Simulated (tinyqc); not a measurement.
# Lateral field, substrate current, probability of reaching the oxide barrier and hot-carrier lifetime of a silicon transistor (pseudo-two-dimensional and lucky-electron models), step by step

A worked calculation. Computed by tinyqc, a small Python program that keeps every step. Command: `OMP_NUM_THREADS=1 python tinyqc.py 3009280 3009281 out.jsonl hotcar walk`. One thread of a shared host (Intel(R) Xeon(R) Processor @ 2.30GHz), about 0.01 s of CPU time with the checks. Intermediate numbers are printed to about 6 digits and carried at full precision; extremes and crossings named in words are read from the listed rows.

Local-field models: a lucky carrier gains its energy at the peak field over a path free of collisions. Voltages are magnitudes.

Inputs (values chosen for the exercise, modelled on a silicon n-channel): channel length L = 900 nm; oxide thickness t = 20 nm; junction depth x_j = 150 nm; mobility mu = 400 cm^2/(V s); saturation velocity v_s = 0.84 1e7 cm/s; threshold voltage V_T = 0.75 V; gate voltage V_G = 4.6 V; drain voltage V_D = 7.5 V; ionisation prefactor A_i = 1.8e+06 1/cm; ionisation field B_i = 1.69 MV/cm; hot-carrier mean free path lambda = 7.2 nm; oxide barrier phi_b = 3.1 eV; interface-trap threshold phi_it = 3.6 eV; lifetime constant H = 700 s microampere/micrometre; length of the depleted extension L_n = 110 nm.

Drain: lightly doped extension.

Constants: eps_0 = 8.8541878128e-12 F/m.

## Saturation point and current

C_ox = 3.9 eps_0/t; F_sat = 2 v_s/mu; V_Dsat = V_ov F_sat L/(V_ov + F_sat L), V_ov = V_G - V_T; I_D/W = C_ox v_s (V_ov - V_Dsat).

F_sat = 42 kV/cm

V_Dsat = 1.90734 V

drain current I_D/W = 281.747 microampere/micrometre

## Peak lateral field

Scale length l = 0.22 t^(1/3) x_j^(1/2) (all in cm); F_m = sqrt(((V_D - V_Dsat)/l_e)^2 + F_sat^2), with l_e = l + L_n; length of the velocity-saturated region l_e ln((V_D - V_Dsat)/(l_e F_sat) + F_m/F_sat).

scale length l = 107.352 nm

peak field F_m = 260.714 kV/cm

velocity-saturated length = 546.065 nm

energy gained over one free path, e lambda F_m = 0.187714 eV

The field rises from F_sat to F_m as cosh(x/l_e), a factor 6.2, over 61 % of L. Caution: the saturated region fills most of the channel, so the split into two regions is rough.

## Hot-carrier currents and lifetime

Substrate current I_sub/I_D = (A_i/B_i)(V_D - V_Dsat) exp(-B_i/F_m); probability of reaching the oxide barrier exp(-phi_b/(e lambda F_m)); lifetime tau = (H/(I_D/W)) exp(phi_it/(e lambda F_m)).

I_sub/I_D = 0.00911629

substrate current I_sub/W = 2.56849 microampere/micrometre

probability of reaching phi_b = 6.72738e-08

lifetime tau = 5.29897e+08 s

exponent m = phi_it/(e lambda B_i) = 2.95858

Since both exponentials depend on 1/F_m, tau I_D scales about as (I_sub/I_D)^(-m) with m = 2.96, which lets I_sub serve as the monitor. The lifetime is 1.68 times ten years (3.156e8 s).

## Substrate current against gate voltage

The formulas are those given above.

At the given drain voltage:
```
V_G (V)  V_Dsat (V)  I_D/W (microampere/micrometre)  F_m (kV/cm)  I_sub/W (microampere/micrometre)      tau (s)
1.1         0.32034                           4.302      332.983                           0.20556  5.40407e+08
1.5         0.62583                          18.009      319.045                           0.66010  2.48755e+08
2.1         0.99474                          51.524      302.228                           1.33099  2.07951e+08
2.9         1.37049                         113.054      285.118                           1.96732  2.55770e+08
3.8         1.68799                         197.534      270.678                           2.37578  3.73067e+08
4.9         1.97818                         314.982      257.497                           2.61459  6.02282e+08
6.0         2.19767                         442.684      247.540                           2.70979  9.35883e+08
7.1         2.36950                         577.299      239.753                           2.73929  1.38301e+09
8.2         2.50766                         716.796      233.497                           2.74007  1.94751e+09
```

I_sub rises over the whole table: the growing drain current outweighs the fall of F_m. The shortest lifetime among the rows lies at V_G = 2.1 V, below that of the largest I_sub, since tau depends more steeply on the field.

## Extrapolating accelerated tests

V_10 solves tau = 3.156e8 s at the given V_G. The extrapolation fits ln(tau) against 1/V_D at 1, 1.08, 1.16 and 1.25 times the given V_D (rounded to 3 digits) by least squares and reads off the same tau.

Stress points:
```
V_D (V)  1/V_D (1/V)      tau (s)
7.50        0.133333  5.29897e+08
8.10        0.123457  8.61531e+07
8.70        0.114943  1.91263e+07
9.38        0.106610  4.62008e+06
```

ten-year drain voltage V_10 = 7.65940 V

V_10 from the 1/V_D extrapolation = 7.65806 V

The extrapolation is 1 mV below the true value.

Checks made by the program: voltage drop as the integral of F_sat cosh(x/l_e) over the saturated length (relative difference below 1e-10).
